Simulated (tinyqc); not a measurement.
What moves the results: carrier statistics of a doped semiconductor with parabolic bands. A value that a table varies takes the place of the one given here.

Eg(T) = Eg0 - al T^2/(T + be); m_de = Mv^(2/3) (ml mt^2)^(1/3); m_dh = (mhh^(3/2) + mlh^(3/2))^(2/3); Nc and Nv from N = 2 (m kB T/(4 pi c))^(3/2) with c = hbar^2/2m0, in 1/angstrom^3; times 1e24 for 1/cm^3.

Energies are counted from Ev, so Ec = Eg. n = Nc F_1/2((EF - Eg)/kT), p = Nv F_1/2(-EF/kT), ND+ = ND/(1 + 2 exp((EF - Eg + ED)/kT)), NA- = NA/(1 + 4 exp((EA - EF)/kT)); neutrality asks p + ND+ = n + NA-. F_j(eta) = (1/Gamma(j + 1)) integral_0^infinity x^j dx/(1 + exp(x - eta)), which tends to exp(eta) for eta << 0.

Constants: hbar^2/2m0 = 3.80998211 eV angstrom^2; kB = 8.617333262e-05 eV/K.

Parameters, chosen for this exercise (near those of AlAs; the results hold for these values, not for the real material):
```
symbol  value     unit    meaning
Eg0     2.234     eV      gap at 0 K
al      0.000695  eV/K    Varshni alpha
be      528       K       Varshni beta
ml      0.969     m0      longitudinal electron mass
mt      0.22      m0      transverse electron mass
Mv      3                 equivalent valleys
mhh     0.754     m0      heavy-hole mass
mlh     0.15      m0      light-hole mass
ND      1.5e+12   1/cm^3  donors
NA      4.4e+18   1/cm^3  acceptors
ED      0.07      eV      donor level below Ec
EA      0.0599    eV      acceptor level above Ev
T       300       K
```

## Temperature

Neutrality solved at each temperature; ni = sqrt(Nc Nv) exp(-Eg/2kT).

Carriers (1/cm^3):
```
T (K)  EF (eV)         n         p  majority / |ND - NA|        ni  Eg (eV)
30      0.0294    <1e-99  6.63e+12              1.51e-06    <1e-99   2.2329
50      0.0302    <1e-99  1.11e+15              0.000252  4.25e-95   2.2310
77      0.0324    <1e-99  1.75e+16               0.00397  2.88e-55   2.2272
120     0.0374  1.02e-73  1.21e+17                0.0275  1.12e-28   2.2186
200     0.0497  7.38e-36  5.34e+17                 0.121  2.01e-09   2.1958
300     0.0697  1.33e-16  1.18e+18                 0.268      12.7   2.1585
450     0.1073   0.00186  2.02e+18                 0.459  6.20e+07   2.0901
600     0.1520  1.09e+04  2.63e+18                 0.597  1.71e+11   2.0122
800     0.2199  1.88e+09  3.16e+18                 0.718  7.76e+13   1.8991
1000    0.2954  3.30e+12  3.49e+18                 0.794  3.42e+15   1.7792
```

What does this show, and why?

Ionisation is incomplete: the majority density is below 90 % of the net doping at 30, 50, 77, 120, 200, 300, 450, 600, 800 and 1000 K, down to a share of 1.5e-06. No listed temperature gives a majority density within 10 % of the net doping. The majority density never exceeds the net doping by 10 %; ni is 3.42e+15 1/cm^3 at 1000 K against a net doping of 4.40e+18. EF goes from 0.029 eV to 0.295 eV, where midgap is 0.890 eV and the intrinsic level (Boltzmann) 0.894 eV.

## Doping level

Only acceptors are present (ND = 0); eta is the distance of EF beyond the valence edge in units of kT.

Neutral state:
```
NA (1/cm^3)  EF (eV)  majority (1/cm^3)  ionised share     eta
1.0e+14       0.3127           1.00e+14          1.000  -12.09
1.0e+15       0.2532           9.98e+14          0.998   -9.79
1.0e+16       0.1942           9.78e+15          0.978   -7.51
1.0e+17       0.1386           8.40e+16          0.840   -5.36
1.0e+18       0.0934           4.78e+17          0.478   -3.61
3.0e+18       0.0756           9.43e+17          0.314   -2.92
1.0e+19       0.0576           1.86e+18          0.186   -2.23
3.0e+19       0.0419           3.32e+18          0.111   -1.62
```

How do the results move?

The impurity level lies at 0.0599 eV. The ionised share falls from 1.000 to 0.111 as EF passes through it between 3e+18 and 1e+19 1/cm^3 (share 1/5 there); it is below one half from 1e+18 1/cm^3 on. Over the last two rows the doping grows threefold and the majority density by a factor 1.78. EF comes within 3 kT of the majority band edge from 3e+18 1/cm^3 on. Above roughly 2e+19 1/cm^3 (N^(1/3) a = 0.26, with the radius a = sqrt(c/(m E)) from the ionisation energy E and the mass mhh) the levels merge with the band and real ionisation is complete; sharp levels then overstate freeze-out.

## What each input does

Neutrality solved anew for each case. Each row changes one parameter from the base and keeps the others.

Results:
```
case                  EF (eV)  n (1/cm^3)  p (1/cm^3)
base                   0.0697    1.33e-16    1.18e+18
T = 280 K              0.0654    2.22e-19    1.05e+18
ND = 3e+12 1/cm^3      0.0697    1.33e-16    1.18e+18
NA = 5.72e+18 1/cm^3   0.0658    1.14e-16    1.37e+18
Eg0 = 2.284 eV         0.0697    1.92e-17    1.18e+18
mt = 0.264 m0          0.0697    1.59e-16    1.18e+18
mhh = 0.9048 m0        0.0736    1.54e-16    1.31e+18
EA = 0.0898 eV         0.0830    2.22e-16    7.10e+17
```

What can be read from the table?

The largest shifts from the base row, up to three for each result and ties (the steps differ in size, so this ranks the rows, not the parameters). EF (eV): EA +0.0133, T -0.0044, NA -0.0039, mhh +0.0039; unchanged at the printed digits by ND, Eg0 and mt. n (1/cm^3): T -1.33e-16, Eg0 -1.14e-16, EA +8.95e-17; unchanged at the printed digits by ND. p (1/cm^3): EA -4.68e+17, NA +1.89e+17, mhh +1.33e+17; unchanged at the printed digits by ND, Eg0 and mt.

Run: tinyqc, `OMP_NUM_THREADS=1 python tinyqc.py 1681471 1681472 out.jsonl`; Intel(R) Xeon(R) Processor @ 2.30GHz, one thread, shared host; about 0.01 s of CPU time with all checks.
